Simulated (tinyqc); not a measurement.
What each parameter does: sp3s* tight binding.

sp3s* tight binding, nearest neighbours only: anion (a) at 0, cation (c) at a/4 (1,1,1), orbitals s, px, py, pz, s* on each; k in units of 2 pi/a. With phases e_j = exp(i (pi/2) k.n_j) for n = (1,1,1), (1,-1,-1), (-1,1,-1), (-1,-1,1): g0 = (e1+e2+e3+e4)/4, g1 = (e1+e2-e3-e4)/4, g2 = (e1-e2+e3-e4)/4, g3 = (e1-e2-e3+e4)/4. The diagonal holds the levels Esa, Epa, Exa (s*) and Esc, Epc, Exc. Anion-cation block: <sa|sc> = Vss g0; <sa|xc> = Vsapc g1; <xa|sc> = -Vscpa g1; <xa|xc> = Vxx g0; <xa|yc> = <ya|xc> = Vxy g3, <xa|zc> = <za|xc> = Vxy g2, <ya|zc> = <za|yc> = Vxy g1; <s*a|xc> = Vxapc g1; <xa|s*c> = -Vpaxc g1; y and z take g2 and g3 in place of g1; s-s* and s*-s* vanish.

Values chosen for the exercise (near a published set for GaSb, fitted to gaps, whose masses and valley positions are rough; the results hold for these values, not for the real material): Esa = -7.311 eV (s level of the anion); Epa = 0.854 eV (p level of the anion); Esc = -3.889 eV (s level of the cation); Epc = 2.923 eV (p level of the cation); Exa = 6.644 eV (s* level of the anion); Exc = 6.002 eV (s* level of the cation); Vss = -6.175 eV (s-s); Vxx = 1.577 eV (px-px); Vxy = 4.137 eV (px-py); Vsapc = 4.958 eV (s anion, p cation); Vscpa = 4.664 eV (s cation, p anion); Vxapc = 4.994 eV (s* anion, p cation); Vpaxc = 4.208 eV (p anion, s* cation).

Gaps from the top of the valence band at Gamma; Delta is the minimum on (x,0,0), 0.5 <= x <= 1.

One parameter was then changed.

Results before and after:
```
case,Ev (eV),gap Gamma (eV),gap Delta (eV),gap L (eV)
base,0.0025,0.8052,1.1653,0.9689
changed,0.2451,0.5626,0.8886,0.6810
```

Which of these changes was made? (a) Epa = 0.654 eV; (b) Vxy = 4.437 eV; (c) Exa = 6.944 eV; (d) Exc = 6.202 eV; (e) Vxx = 1.277 eV; (f) Esa = -7.011 eV.

Answer: (e) Vxx = 1.277 eV. Of the candidates, run in turn, only this one gives the changed row.

All candidates:
```
case,Ev (eV),gap Gamma (eV),gap Delta (eV),gap L (eV)
base,0.0025,0.8052,1.1653,0.9689
Epa = 0.654 eV,-0.1542,0.9618,1.2796,1.0952
Exa = 6.944 eV,0.0025,0.8052,1.2216,0.9941
Exc = 6.202 eV,0.0025,0.8052,1.1878,0.9838
Vxy = 4.437 eV,0.0025,0.8052,1.1653,0.8789
Esa = -7.011 eV,0.0025,0.9168,1.1831,1.0237
Vxx = 1.277 eV,0.2451,0.5626,0.8886,0.6810
```

Exa, Exc and Vxy cannot move Ev or the gap at Gamma, whose blocks do not hold them; s parameters never move Ev, and move the gap only where the lowest empty level at Gamma is s-like.

tinyqc: `OMP_NUM_THREADS=1 python tinyqc.py 1450678 1450679 out.jsonl`; about 0.08 s, one thread, shared Intel(R) Xeon(R) Processor @ 2.30GHz.
